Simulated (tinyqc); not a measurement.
Harmonic transition-state theory with quantum, tunnelling and friction corrections: one step, computed by the program tinyqc. Command: `OMP_NUM_THREADS=1 python tinyqc.py 3006859 3006860 out.jsonl rates walk`. One thread of a shared host (Intel(R) Xeon(R) Processor @ 2.30GHz), about 0.03 s of CPU time with the checks.

One atom hops between equivalent sites; three modes at the minimum and two real modes at the saddle are treated as harmonic, the rest of the crystal as unchanged; melting is ignored, so hot rows may lie above the melting point.

Task: Quantum harmonic rate. Vineyard: nu* = product of minimum frequencies / product of real saddle frequencies; k_cl = nu* exp(-E_b/(k_B T)). Quantum harmonic: k_q = (k_B T/h) [prod 2 sinh(x_i/2) (minimum) / prod 2 sinh(x_j/2) (saddle)] exp(-E_b/(k_B T)), x = h nu/(k_B T). Zero-point correction to the barrier = (h/2)(sum of saddle frequencies - sum of minimum frequencies).

Inputs (values chosen for the exercise, modelled on a vacancy in copper): barrier E_b = 0.689 eV; temperature T = 407 K.

Lattice of sites: three-dimensional.

frequencies at the minimum (THz): 3.57  4.63  5.01

real frequencies at the saddle (THz): 3.82  4.88

Constants: h x 1 THz = 4.135667696 meV; k_B = 8.617333262e-05 eV/K.

Give: x at the minimum; x at the saddle; zero-point correction; quantum harmonic rate k_q; ratio k_q/k_cl.

Result:

x at the minimum: 0.4210  0.5460  0.5908

x at the saddle: 0.4504  0.5754

zero-point correction = -9.326 meV

quantum harmonic rate k_q = 13217 1/s

ratio k_q/k_cl = 1.012

To second order in x the ratio is 1 + (sum x_i^2 - sum x_j^2)/24 = 1.0121.
